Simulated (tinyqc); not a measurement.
# Square on-chip spiral inductor, lumped pi model, step by step

Numbers from tinyqc (`OMP_NUM_THREADS=1 python tinyqc.py 2302194 2302195 out.jsonl`; about 0.01 s on one thread of a shared Intel Xeon 2.30GHz). Printed values are rounded.

Outer diameter do = di + 2 n wd + 2 (n - 1) sp, mean da = (do + di)/2, fill p = (do - di)/(do + di), length l = 4 n da. L = 2.34 mu0 n^2 da/(1 + 2.75 p), mu0 = 4 pi 1e-7 H/m. Rs = rho l/(wd delta (1 - exp(-th/delta))), delta = sqrt(rho/(pi f mu0)). Cs = n wd^2 eps0 eo/hu across the coil. At each end Cox = l wd eps0 eo/(2 ho) leads to the substrate branch Rsi = 2 rs he/(l wd) in parallel with Csi = l wd eps0 11.7/(2 he). With one end grounded Y = 1/(Rs + i w L) + i w Cs + 1/[1/(i w Cox) + 1/(1/Rsi + i w Csi)], w = 2 pi f; Q = -Im Y/Re Y. Eddy currents in neighbouring turns and in the substrate are left out.

Inputs (values chosen for the exercise); values of the order met in silicon radio-frequency processes:
- n = 1.5 (number of turns)
- wd = 8 um (line width)
- sp = 1.5 um (space between turns)
- di = 40 um (inner diameter)
- th = 2 um (metal thickness)
- rho = 2.2 uohm cm (metal resistivity)
- ho = 6.9 um (oxide below the coil)
- hu = 0.8 um (oxide between coil and underpass)
- eo = 3.9 (relative permittivity of the oxide)
- rs = 20 ohm cm (substrate resistivity)
- he = 30 um (effective spreading depth in the substrate)
- f = 8 GHz (frequency)

Constants: eps0 = 8.8541878128e-12 F/m. Results are converted to the units shown.

## Geometry and model elements

do, l, L, delta, Rs, Cs, Cox, Rsi and Csi as defined.

do = 65.5 um
l = 316.5 um
L = 0.209651 nH
delta = 0.834616 um
Rs = 1.14731 ohm
Cs = 4.14376 fF
Cox = 6.33575 fF
Rsi = 4739.34 ohm
Csi = 4.37167 fF

Rs is 2.64 times the direct-current value in this empirical form, which overstates the skin effect of a flat slab when delta is near th and so stands in for some current crowding.

## Admittance, quality factor and apparent inductance

Series branch 1/(Rs + i w L), substrate branch, total Y, Q = -Im Y/Re Y, apparent inductance Im(1/Y)/w, metal-only value w L/Rs, share of the loss in the substrate Re(substrate branch)/Re Y.

series branch = 10.2101-93.7812i mS
substrate branch = 0.064035+0.155130i mS
Y = 10.2741-93.4178i mS
Q = 9.09251
apparent inductance = 0.210416 nH
w L/Rs = 9.18513
share of the loss in the substrate = 0.623265 %

Q is 99.0 % of the metal-only value.
